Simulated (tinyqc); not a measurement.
# Changing the germane pressure p_G

Model: microkinetic model of low-temperature epitaxy from hydride gases: adsorption, hydrogen desorption and rate control. Computed by tinyqc, a small Python program. Command: `OMP_NUM_THREADS=1 python tinyqc.py 3028503 3028504 out.jsonl hepi sweep`. One thread of a shared host (Intel(R) Xeon(R) Processor @ 2.30GHz), about 0.04 s of CPU time with the checks.

Each hydride molecule needs two free sites and leaves four hydrogen atoms, of which two leave at once as H2; theta is the hydrogen coverage, the site density is 6.78 per nm^2 and one layer is 1.358 angstrom thick.

Inputs (values chosen for the exercise, close to those used for silane and germane on Si(001)):
```
quantity                                           value  unit
silane pressure p_S                                0.033    Pa
sticking prefactor of silane s0                    0.039     -
adsorption barrier E_s                              0.22    eV
desorption prefactor nu_d                        4.7e+11   1/s
desorption energy on silicon E_d                    2.06    eV
hydrogen carrier pressure p_H                          0    Pa
sticking of hydrogen s_H                         3.5e-08     -
temperature T                                        500     C
sticking ratio of germane to silane r_G              1.7     -
lowering of E_d per unit germanium fraction, dE     0.42    eV
```

Film: silicon-germanium. Order of hydrogen desorption: first.

Constants: k_B = 8.617333262e-05 eV/K; u = 1.6605390666e-27 kg; k_B = 1.380649e-23 J/K.

Method:
- Flux per site F = p/(sqrt(2 pi M k_B T) x 6.78e18 per m^2), M = 32.12 u (silane), 76.63 u (germane), 2.016 u (hydrogen); s = s0 exp(-E_s/(k_B T)); k_S = s F_S, k_G = r_G s F_G; germanium fraction x = k_G/(k_S + k_G); k = k_S + k_G; k_H = s_H F_H; k_d = nu_d exp(-(E_d - dE x)/(k_B T)).
- Temperatures in kelvin are T(C) + 273.15.
- With k the hydride and k_H the hydrogen adsorption rate on free pairs and k_d the desorption rate, steady state: 2 (k + k_H)(1 - theta)^2 = k_d theta; growth rate R = k (1 - theta)^2 layers/s; 1 layer/s = 8.148 nm/min.
- With c = 2 (k + k_H)/k_d the free share is 1 - theta = 2/(1 + sqrt(1 + 4c)).

One run for each value:
```
germane pressure p_G (Pa)  germanium fraction x  growth rate G (nm/min)  hydrogen coverage theta  k_d (1/s)
9.90e-05                                 0.0033                   0.055                   0.7592     0.0179
2.20e-04                                 0.0073                   0.057                   0.7570     0.0184
4.70e-04                                 0.0154                   0.059                   0.7524     0.0193
1.00e-03                                 0.0323                   0.065                   0.7428     0.0215
2.20e-03                                 0.0684                   0.079                   0.7214     0.0270
4.80e-03                                 0.1380                   0.115                   0.6767     0.0419
1.00e-02                                 0.2501                   0.206                   0.5968     0.0849
2.30e-02                                 0.4341                   0.501                   0.4543     0.2707
5.00e-02                                 0.6251                   1.175                   0.3196     0.9025
```

What does the table show, and why?

Over the rows, germanium fraction x rises from 0.00329 to 0.625 (exponent d ln y / d ln x 0.99 between the first rows and 0.47 between the last); growth rate G (nm/min) rises from 0.0554 to 1.18 (exponent d ln y / d ln x 0.028 between the first rows and 1.1 between the last); hydrogen coverage theta falls from 0.759 to 0.320 (exponent d ln y / d ln x -0.0036 between the first rows and -0.45 between the last). At the low end the exponent of germanium fraction x is 0.99, close to 1: dilute alloy. G rises by a factor 21.2, and k_d by 50.4: germanium weakens the hold on hydrogen and so speeds low-temperature growth.
